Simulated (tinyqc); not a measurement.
Thermal stress and diffusional relaxation in a metal film: Coble and Nabarro-Herring creep, cooling and holds: one step, computed by the program tinyqc. Command: `OMP_NUM_THREADS=1 python tinyqc.py 3013149 3013150 out.jsonl creep walk`. One thread of a shared host (Intel(R) Xeon(R) Processor @ 2.30GHz), about 0.04 s of CPU time with the checks.

A thin film on a rigid substrate is stress-free at T0. Tension is positive and the film creeps linearly: d sigma/dt = -M (mismatch) dT/dt - sigma/tau.

Task: Creep at the hold temperature. Creep rate per stress: Nabarro-Herring 14 D Omega/(k_B T d^2), Coble (14 pi) delta D_b Omega/(k_B T d^3), with D = D0 exp(-E/(k_B T)), delta D_b = (delta D_b)0 exp(-E_b/(k_B T)); 1/tau = M x (sum of both)/2 (biaxial strain rate is half the uniaxial one). Temperatures in kelvin are T(C) + 273.15. sigma(t) = sigma_0 exp(-t/tau), relaxed part sigma_0 - sigma(t); the grain size where both mechanisms are equal is pi delta D_b/D.

Inputs (values chosen for the exercise, modelled on copper films on silicon): biaxial modulus M = 186 GPa; atomic volume Omega = 11.8 angstrom^3; lattice prefactor D0 = 2.4e-05 m^2/s; lattice energy E = 2.05 eV; boundary prefactor (delta D_b)0 = 6.4e-15 m^3/s; boundary energy E_b = 1.07 eV; grain size d = 0.77 um; stress-free temperature T0 = 450 C; hold temperature T = 140 C; hold time t = 2.3 h; yield stress = 570 MPa.

stress after a quench sigma_0 = 813.006 MPa

Constants: k_B = 1.380649e-23 J/K; k_B = 8.617333262e-05 eV/K.

Give: Nabarro-Herring rate; Coble rate; relaxation time tau; stress after the hold; stress relaxed during the hold; crossover grain size.

Result:

Nabarro-Herring rate = 1.1542e-25 1/(Pa s)

Coble rate = 1.1307e-16 1/(Pa s)

relaxation time tau = 26.415 h

stress after the hold = 745.21 MPa

stress relaxed during the hold = 67.796 MPa

crossover grain size = 7.5435e+08 um

Coble creep is 9.8e8 times as fast as Nabarro-Herring creep at this grain size. The crossover size is formal, far above any film grain. Caution: the elastic stress exceeds the yield stress, so dislocation glide would cap it first. Caution: bulk creep laws overstate relaxation in a bonded film, where the substrate constrains boundary diffusion, and dislocation glide is left out.
